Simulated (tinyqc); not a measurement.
Undoped gate-all-around wire MOSFET, analytic charge model: one step of the calculation.

An undoped round wire of radius R under an insulator shell and a surrounding gate; long channel, electrons only, n = ni exp((psi - V)/Vt) with V the quasi-Fermi potential (0 at the source, Vd at the drain), constant mobility, no quantisation. The radial Poisson equation gives n(r) = n(0)/(1 - (1 - b) r^2/R^2)^2 with b = Q0/(Q + Q0). Q is the electron charge per area of the wire surface.

Task. Constants of the wire. ni = sqrt(Nc Nv) exp(-Eg/(2 Vt)), Eg in volts; Cox = eps0 eox/(R ln(1 + tox/R)); Q0 = 4 eps0 eps_r Vt/R; V0 = dphi + Vt ln[8 eps0 eps_r Vt/(q ni R^2)].

Inputs (values chosen for the exercise); material values those of a made-up semiconductor:

| symbol | value | unit | meaning |
|---|---|---|---|
| T | 325 | K | temperature |
| Eg | 1.01 | eV | band gap |
| eps_r | 11.4 |  | relative permittivity of the semiconductor |
| Nc | 3.03e19 | cm^-3 | conduction-band density of states at T |
| Nv | 3.07e19 | cm^-3 | valence-band density of states at T |
| eox | 7.78 |  | relative permittivity of the gate insulator |
| tox | 2.3 | nm | insulator thickness |
| R | 10 | nm | wire radius |
| dphi | 0.01 | V | gate work function less that of the intrinsic body |

Constants: q = 1.602176634e-19 C, kB = 1.380649e-23 J/K, Vt = kB T/q, eps0 = 8.8541878128e-14 F/cm where lengths are in cm. Results are converted to the units shown.

Give: ni; Cox; Q0; V0.

Result.

ni = 4.5004e11 cm^-3
Cox = 3.3276 uF/cm^2
Q0 = 113.08 nC/cm^2
V0 = 0.42894 V

Program tinyqc, `OMP_NUM_THREADS=1 python tinyqc.py 2460022 2460023 out.jsonl`; Intel Xeon 2.30GHz, shared host, one thread, about 0.02 s.
